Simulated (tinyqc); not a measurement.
Microkinetic model of a Langmuir-Hinshelwood surface reaction A + (1/2) B2 = AB with Bronsted-Evans-Polanyi barriers. From one set of inputs to another, one input at a time. Computed by tinyqc, a small Python program. Command: `OMP_NUM_THREADS=1 python tinyqc.py 3021176 3021177 out.jsonl microkin ladder`. One thread of a shared host (Intel(R) Xeon(R) Processor @ 2.30GHz), about 0.01 s of CPU time with the checks.

A adsorbs in equilibrium; B2 dissociates irreversibly on two free sites; adsorbed A and B react irreversibly and AB leaves at once. theta_A + theta_B + theta_* = 1.

The inputs printed are set A. Inputs not listed in the table keep their values of set A, so the rows need not describe a real material.

Inputs (values chosen for the exercise, for a model catalyst):
```
quantity                              value   unit
adsorption energy of A, E_A           -1.03     eV
adsorption energy per B atom, E_B     -0.97     eV
entropy loss of A, S_A                  1.5  meV/K
entropy loss of B2, S_B                 1.4  meV/K
slope a1 of the dissociation barrier   0.57      -
intercept b1                            1.5     eV
slope a2 of the reaction barrier       0.36      -
intercept b2                           0.22     eV
pressure p_A                          0.012    bar
pressure p_B                           0.56    bar
temperature T                           450      K
```

Constants: k_B = 8.617333262e-05 eV/K; hbar = 6.582119569e-16 eV s.

Method. K_A = exp(-(E_A + T S_A)/(k_B T)) per bar; barriers E1 = max(b1 + a1 2 E_B, 0), E2 = b2 - a2 (E_A + E_B); k1 = (k_B T/h) exp(-S_B/k_B) exp(-E1/(k_B T)) per bar, k2 = (k_B T/h) exp(-E2/(k_B T)), h = 2 pi hbar. theta_A = K_A p_A theta_*; 2 k1 p_B theta_*^2 = k2 theta_A theta_B, so theta_B = w theta_* with w = 2 k1 p_B/(k2 K_A p_A); theta_* = 1/(1 + K_A p_A + w); rate r = k2 theta_A theta_B.

Each row keeps all changes above it:
```
input moved                              from      to  rate r (1/s per site)   theta_*     theta_B
set A                                       -       -             2.7107e-03  0.008733  9.8264e-06
intercept b1 (eV)                         1.5     1.3             4.6937e-01  0.008719  1.7043e-03
adsorption energy per B atom, E_B (eV)  -0.97   -1.33             1.0421e+00  0.001062  8.7839e-01
temperature T (K)                         450     725             4.7050e+00  0.001778  9.9821e-01
entropy loss of A, S_A (meV/K)            1.5     1.4             4.7541e+01  0.005652  9.9426e-01
intercept b2 (eV)                        0.22     0.3             3.7021e+00  0.001577  9.9840e-01
pressure p_A (bar)                      0.012    0.35             2.7773e+03  0.043198  9.3758e-01
adsorption energy of A, E_A (eV)        -1.03  -0.794             2.4896e+01  0.004090  9.9587e-01
```

Which inputs carry the difference?

Rate r goes from 0.00271 to 24.9, a factor 9180 in all. The largest single move comes from pressure p_A (a factor 750), and adsorption energy of A, E_A works against it (a factor 0.00896). theta_* goes from 0.00873 to 0.00409, a factor 0.468 in all. The largest single move comes from pressure p_A (a factor 27.4), but it runs against the net change; the largest move in the direction of the net change is adsorption energy of A, E_A (a factor 0.0947). theta_B goes from 9.83e-6 to 0.996, a factor 101000 in all. The largest single move comes from adsorption energy per B atom, E_B (a factor 515). The single moves hold for this order of the switches; the total does not depend on the order.

Caution (rows adsorption energy per B atom, E_B, temperature T, entropy loss of A, S_A, intercept b2, pressure p_A, adsorption energy of A, E_A): the linear relation gives a negative E1, which is set to zero: dissociation is not activated.

Extremes, crossings and ranges named in words are read from the listed rows.
